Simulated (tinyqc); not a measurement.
Quantum-well laser, gain and threshold: one step of the calculation.

One electron and one heavy-hole subband per well, parabolic, with equal sheet densities n of electrons and holes; k-conserving transitions, TE polarisation, no line broadening, so the gain starts as a step at E0 and peaks there. All wells are pumped alike.

Question. Densities of states, saturated gain and threshold gain. Nc = me kB T/(pi hbar^2), Nv = mh kB T/(pi hbar^2), mr = me mh/(me + mh) in m0, g0(E) = q^2 Ep mr/(4 nr eps0 c hbar E Lw) (squared momentum element m0 Ep/4, joint density of states mr/(pi hbar^2 Lw) for both spins). Mirror loss am = ln(1/(R1 R2))/(2 Lc); threshold gain gth = (ai + am)/(Nw Gw).

Values chosen for this exercise; well values close to those of InGaN:
```
symbol  value  unit                       meaning
T         350     K                   temperature
E0       2.87    eV      lowest transition energy
me      0.199    m0        in-plane electron mass
mh      0.941    m0            in-plane hole mass
Ep       17.9    eV                   Kane energy
nr       2.34                    refractive index
Lw          8    nm                    well width
Nw          4                     number of wells
Gw      0.019        optical confinement per well
ai          2  1/cm                 internal loss
Lc        300    um                 cavity length
R1       0.05                   front reflectance
R2       0.95                    back reflectance
```

Constants: q = 1.602176634e-19 C, kB = 1.380649e-23 J/K, eps0 = 8.8541878128e-12 F/m, hbar = 1.054571817e-34 J s, m0 = 9.1093837015e-31 kg, c = 299792458 m/s. Results are converted to the units shown.

Wanted: Nc; Nv; mr; g0(E0); am; gth.

Answer.

Nc = 2.5072e12 cm^-2
Nv = 1.1856e13 cm^-2
mr = 0.16426 m0
g0(E0) = 12546 1/cm
am = 50.784 1/cm
gth = 694.52 1/cm

Range of the model: The second hole subband, left out here, lies within about 2 Vt of the first in a well this wide. Polarisation fields, which separate electrons and holes in nitride wells and lower the gain, are left out.

Program tinyqc, `OMP_NUM_THREADS=1 python tinyqc.py 2840126 2840127 out.jsonl`; Intel Xeon 2.30GHz, shared host, one thread, about 0.01 s.
